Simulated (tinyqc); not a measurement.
# From C12 back to three-body strength lambda

Model: Stillinger-Weber potential for a tetrahedral semiconductor. Computed by tinyqc, a small Python program. Command: `OMP_NUM_THREADS=1 python tinyqc.py 3029879 3029880 out.jsonl swsi inv`. One thread of a shared host (Intel(R) Xeon(R) Processor @ 2.30GHz), about 0.1 s of CPU time with the checks.

With x = r/sigma: pair term eps A (B x^-4 - 1) exp(1/(x - a)); for each pair of neighbours j, k of atom i, three-body term eps lambda exp(gamma/(x_ij - a) + gamma/(x_ik - a)) (cos theta_jik + 1/3)^2; both vanish beyond x = a. A = 7.049556277, B = 0.6022245584, a = 1.8.

Inputs (values chosen for the exercise, modelled on silicon): energy scale eps = 2.246 eV; length scale sigma = 2.077 angstrom; gamma = 1.1.

Constants: 1 eV/angstrom^3 = 160.2176634 GPa.

Method. All angles are tetrahedral, so only the pair term acts; its minimum lies at x = 2^(1/6) with depth eps, and second neighbours lie beyond the cut-off. a0 = 4 d/sqrt3; E = -2 eps per atom. Second derivatives of the energy per atom, volume a0^3/8: e_xx gives C11, e_xx = -e_yy gives 2 (C11 - C12), e_xy = e_yx = h/2 gives the unrelaxed C44(0). Under that shear the second sublattice shifts by u_z; minimising over u_z gives C44 = C44(0) - E_hu^2/(E_uu V) and Kleinman's zeta = |E_hu/E_uu|/(a0/4). The optical force constant is k = 4 E_uu, with M omega^2 = k at the zone centre.

Problem. A run gave the result below. Find the three-body strength lambda, known to lie between 19 and 33.

C12 = 71.9684 GPa

Solution.

Each step takes the trial c = (a f_b - b f_a)/(f_b - f_a), f being the result less the target and a, b, c the logarithms of the listed values; c replaces end b, the old b replaces a if the sign of f changed, and otherwise f_a is halved.

Scan of the range:
```
three-body strength lambda  C12 (GPa)
19.0                          75.5220
20.8                          72.4615
22.8                          69.0609
25.0                          65.3202
27.5                          61.0694
30.1                          56.6486
33.0                          51.7177
```

False position (Illinois rule, in the logarithm of the input) inside the bracket:
```
step    end a    end b    trial  C12 (GPa)
1     20.8000  22.8000  21.0787    71.9875
2     22.8000  21.0787  21.0896    71.9691
3     22.8000  21.0896  21.0904    71.9677
4     21.0896  21.0904  21.0900    71.9684
```

C12 falls at every point of a 13-point scan of the range (every second point is shown), so one value fits; it is bracketed by 20.8 and 22.8. The scan shows a straight line, so linear interpolation between any two rows gives the answer at once. Answer: three-body strength lambda = 21.09.
